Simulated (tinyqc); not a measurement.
# Worked calculation: superjunction drift layer against a plain one, charge balance

Numbers from tinyqc (`OMP_NUM_THREADS=1 python tinyqc.py 2590107 2590108 out.jsonl`; about 0.01 s on one thread of a shared Intel Xeon 2.30GHz). Printed values are rounded.

Alternating n and p pillars of equal width wp, doping N and length Lp. When depleted, the lateral field peaks at Ex = q N wp/(2 eps0 eps_r) at the pillar junctions and a uniform vertical field Ey is added; breakdown is taken where Ex^2 + Ey^2 = Ef^2. Only the n pillars conduct, narrowed by the zero-bias depletion. A first-order model: the field peaks at the pillar ends are left out.

Values chosen for this exercise; values close to those of silicon:

| symbol | value | unit | meaning |
|---|---|---|---|
| eps_r | 11.7 |  | relative permittivity of the semiconductor |
| E16 | 0.388 | MV/cm | critical field at a doping of 1e16 cm^-3 |
| mx | 1390 | cm^2/(V s) | mobility at low doping |
| mi | 95.5 | cm^2/(V s) | mobility at high doping |
| Nr | 1.3e17 | cm^-3 | reference doping of the mobility |
| BV | 800 | V | wanted breakdown voltage |
| wp | 5 | um | width of each pillar |
| Ef | 0.29 | MV/cm | critical field inside the pillars |
| a | 0.78 |  | lateral peak field as a share of Ef |
| Vb | 0.8 | V | built-in voltage of the pillar junctions |
| dl | -6.3 | % | charge imbalance (Nn - Np)/N |

Constants: q = 1.602176634e-19 C, eps0 = 8.8541878128e-14 F/cm where lengths are in cm. Results are converted to the units shown.

## Iteration 1: doping of the plain drift layer

N at the start = 1e15 cm^-3

Ec(N) = E16 (N/1e16 cm^-3)^(1/8); N(new) = eps0 eps_r Ec(N)^2/(2 q BV).

Ec = 0.290959 MV/cm
N after iteration 1 = 3.42111e14 cm^-3

## Iteration 2: doping of the plain drift layer

As before.

Ec = 0.254450 MV/cm
N after iteration 2 = 2.61643e14 cm^-3

## Course of the iteration: doping of the plain drift layer

Stop when N changes by less than 1e8 cm^-3, or after 40 iterations.

Course of the iteration:

| iteration | N (cm^-3) | \|change\| (cm^-3) |
|---|---|---|
| 1 | 3.42111e14 | 6.58e14 |
| 2 | 2.61643e14 | 8.05e13 |
| 3 | 2.44678e14 | 1.70e13 |
| 4 | 2.40612e14 | 4.07e12 |
| 5 | 2.39605e14 | 1.01e12 |
| 6 | 2.39355e14 | 2.51e11 |
| 7 | 2.39292e14 | 6.27e10 |
| 8 | 2.39276e14 | 1.57e10 |
| 9 | 2.39272e14 | 3.92e9 |
| 10 | 2.39271e14 | 9.79e8 |
| 11 | 2.39271e14 | 2.45e8 |
| 12 | 2.39271e14 | 6.12e7 |

Converged in 12 iterations. At the end each change is about 0.25 times the one before: linear convergence.

## Thickness and resistance of the plain layer

N of the plain layer = 2.39271e14 cm^-3

Ec(N) = E16 (N/1e16 cm^-3)^(1/8), mu(N) = mi + (mx - mi)/(1 + (N/Nr)^0.9). W = 2 BV/Ec, Rsp = W/(q mu N).

mu = 1385.54 cm^2/(V s)
W = 65.7547 um
Rsp = 123.796 mohm cm^2

## Design of the pillars

Ex = a Ef gives N = 2 eps0 eps_r a Ef/(q wp); Ey = Ef sqrt(1 - a^2); Lp = BV/Ey; xd = sqrt(eps0 eps_r Vb/(q N)) on each side; Rsp = 2 Lp/(q mu(N) N (1 - 2 xd/wp)). mu(N) = mi + (mx - mi)/(1 + (N/Nr)^0.9).

N = 5.85028e15 cm^-3
Ey = 0.181476 MV/cm
Lp = 44.0829 um
xd = 0.297351 um
Rsp = 8.11765 mohm cm^2

The pillars have an aspect ratio of 8.82. Their doping is 24.5 times, and their Rsp 0.0656 times, that of the plain layer.

## Loss of breakdown voltage by imbalance

An imbalance dl leaves the mean net doping |dl| N/2, which tilts the vertical field by s = q |dl| N/(2 eps0 eps_r): BV(dl) = Ey Lp - s Lp^2/2, or Ey^2/(2 s) if the field reaches zero inside the pillar.

tilt s = 2.85012 kV/(cm um)
BV(dl) = 523.067 V
loss = 34.6166 %
